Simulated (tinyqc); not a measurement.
From one set of inputs to another, one input at a time: classical nucleation, growth and JMAK kinetics of crystallisation from a melt or glass. Computed by tinyqc, a small Python program. Command: `OMP_NUM_THREADS=1 python tinyqc.py 3003845 3003846 out.jsonl nucl ladder`. One thread of a shared host (Intel(R) Xeon(R) Processor @ 2.30GHz), about 0.02 s of CPU time with the checks.

A spherical nucleus cap on a flat wall with a sharp interface of isotropic energy gamma; lambda = Omega^(1/3) is the jump distance.

The inputs printed are set A. Inputs not listed in the table keep their values of set A, so the rows need not describe a real material.

Inputs (values chosen for the exercise, for a model substance):
```
quantity                        value        unit
melting point T_m                1220           K
heat of melting per volume H     1060      J/cm^3
interface energy gamma         0.0815       J/m^2
atomic volume Omega                22  angstrom^3
temperature T                    1023           K
diffusion prefactor D0        4.1e-05       m^2/s
activation energy Q              2.14          eV
contact angle theta               115     degrees
wall area per volume S_v       130000         1/m
```

Nucleation: on a flat wall. Driving force: Turnbull (linear).

Constants: e = 1.602176634e-19 C; k_B = 1.380649e-23 J/K; k_B = 8.617333262e-05 eV/K.

Method:
- Driving force per volume: dG = H (T_m - T)/T_m.
- Shape factor f = (2 + cos theta)(1 - cos theta)^2/4.
- W(r) = f [4 pi r^2 gamma - (4/3) pi r^3 dG]; r* = 2 gamma/dG; W* = f 16 pi gamma^3/(3 dG^2); n* = f (4/3) pi r*^3/Omega.
- D = D0 exp(-Q/(k_B T)); attachment rate k+ = (A*/lambda^2) D/lambda^2 with A* = 2 pi r*^2 (1 - cos theta); Zeldovich factor Z = sqrt(W*/(3 pi k_B T))/n*; sites per volume N = S_v/lambda^2; I = N Z k+ exp(-W*/(k_B T)); lag time = 1/(4 pi Z^2 k+).
- Growth (Wilson-Frenkel): u = (D/lambda) [1 - exp(-dG Omega/(k_B T))].
- JMAK with steady nucleation and growth, nuclei spread at random: extended fraction X_e = (pi/3) I u^3 t^4, X = 1 - exp(-X_e); t_X = [-3 ln(1 - X)/(pi I u^3)]^(1/4); final grains per volume = Gamma(5/4) (3/pi)^(1/4) (I/u)^(3/4), Gamma(5/4) = 0.9064024771.
- The nose is the T between 0.3 and 0.97 T_m where I u^3 is largest; the time is for X = 1e-6, and the critical cooling rate is estimated as (T_m - T_nose)/t_nose.

Each row keeps all changes above it:
```
input moved                               from       to  critical radius r* (nm)  nucleation rate I (1/(m^3 s))  critical cooling rate (K/s)
set A                                        -        -                  0.95230                     6.7101e+20                   5.7063e+04
interface energy gamma (J/m^2)          0.0815    0.042                  0.49076                     1.7401e+27                   1.4488e+06
wall area per volume S_v (1/m)          130000  1700000                  0.49076                     2.2755e+28                   2.7551e+06
atomic volume Omega (angstrom^3)            22     25.6                  0.49076                     1.9555e+28                   2.8274e+06
diffusion prefactor D0 (m^2/s)         4.1e-05  3.4e-05                  0.49076                     1.6216e+28                   2.3447e+06
temperature T (K)                         1023      694                  0.18380                     1.3217e+24                   2.3447e+06
activation energy Q (eV)                  2.14    0.472                  0.18380                     1.7141e+36                   4.7745e+14
heat of melting per volume H (J/cm^3)     1060      533                  0.36553                     3.9691e+35                   1.8120e+14
```

Critical radius r* goes from 0.952 to 0.366, a factor 0.384 in all. The largest single move comes from temperature T (a factor 0.375), and heat of melting per volume H works against it (a factor 1.99). Nucleation rate I goes from 6.71e20 to 3.97e35, a factor 5.92e14 in all. The largest single move comes from activation energy Q (a factor 1.30e12), and temperature T works against it (a factor 8.15e-5). Critical cooling rate goes from 57100 to 1.81e14, a factor 3.18e9 in all. The largest single move comes from activation energy Q (a factor 2.04e8). The single moves hold for this order of the switches; the total does not depend on the order.

Caution (all rows): homogeneous nucleation, left out here, would be as fast or faster: the wall offers too few sites or too small a cut in the barrier. Caution (all rows): at the nose the lag time is not small against the nose time, so steady nucleation overstates the critical cooling rate. Caution (rows interface energy gamma, wall area per volume S_v, atomic volume Omega, diffusion prefactor D0, temperature T, activation energy Q, heat of melting per volume H): with under 20 atoms in the nucleus or a barrier under 10 k_B T the capillary model is only a guide. Caution (rows interface energy gamma, wall area per volume S_v, atomic volume Omega, diffusion prefactor D0, temperature T, activation energy Q, heat of melting per volume H): at the nose the nucleus has under 20 atoms or the barrier is under 10 k_B T, so the result is only a guide.

Extremes, crossings and ranges named in words are read from the listed rows.
